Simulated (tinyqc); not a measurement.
Direct against trap-assisted paths: tunnelling through a thin dielectric with one trap, as a tight-binding chain.

Hopping -t everywhere, t = c/(m a^2), c = hbar^2/2m0; lead sites at 2t (band bottom 0), barrier sites 1 to N at 2t + phi, and site j has U besides. No voltage. Leads give S = -t exp(ika) on sites 1 and N, cos(ka) = 1 - E/(2t). T = (2 t sin(ka))^2 |G_1N|^2, G = (E - H - S)^-1. In the barrier cosh(q a) = 1 + (phi - E)/(2t).

Resonance: the lowest eigenvalue of H + S(E), iterated until its real part equals E (40 rounds from Eb = phi + 2t - sqrt(4t^2 + U^2), the level in an endless barrier). With v the normalised squared amplitudes of that state, Gamma_L = 2 t sin(ka) v_1, Gamma_R = 2 t sin(ka) v_N; Breit-Wigner T = Gamma_L Gamma_R/((E - Er)^2 + (Gamma_L + Gamma_R)^2/4).

Constants: hbar^2/2m0 = 3.80998211 eV angstrom^2.

Inputs chosen for the exercise (barrier and mass of the size used for Al2O3 on silicon; not measured data):
```
symbol  value  unit      meaning
a       3      angstrom  site spacing
m       0.33   m0        mass, the same in leads and barrier
phi     2.09   eV        conduction edge of the barrier above that of the leads
U       -2.94  eV        extra energy on the trap site
```

N odd, the trap in the middle, j = (N + 1)/2. Direct T is that without trap at the energy Er; area = 2 pi Gamma_L Gamma_R/(Gamma_L + Gamma_R). The exponents are the slopes of the logarithms between the last two rows, per angstrom.

Against thickness:
```
N   N a (angstrom)  Er (eV)  direct T  area (meV)
5             15.0   0.7489  0.000214         102
7             21.0   0.7531  4.30e-06        14.4
11            33.0   0.7536  1.69e-09       0.286
13            39.0   0.7536  3.33e-11      0.0402
15            45.0   0.7536  6.59e-13     0.00565
17            51.0   0.7536  1.30e-14    0.000794
```

Give the missing row, N = 9, N a (angstrom) = 27.0.

Computed row:
```
N  N a (angstrom)  Er (eV)  direct T  area (meV)
9            27.0   0.7535  8.52e-08        2.03
```

exponents (1/angstrom): direct 0.6539, through the trap 0.3270

The direct path falls as exp(-0.654 d) and the path through a central trap as exp(-0.327 d), 2.00 times more slowly, since each step crosses half the layer. From 5 to 17 sites the first loses 10.2 decades and the second 5.1: in thicker layers even few traps rule the leakage. Inelastic capture with phonons is left out.

Program tinyqc; command `OMP_NUM_THREADS=1 python tinyqc.py 1452418 1452419 out.jsonl`; about 0.1 s on one thread of a shared Intel(R) Xeon(R) Processor @ 2.30GHz.
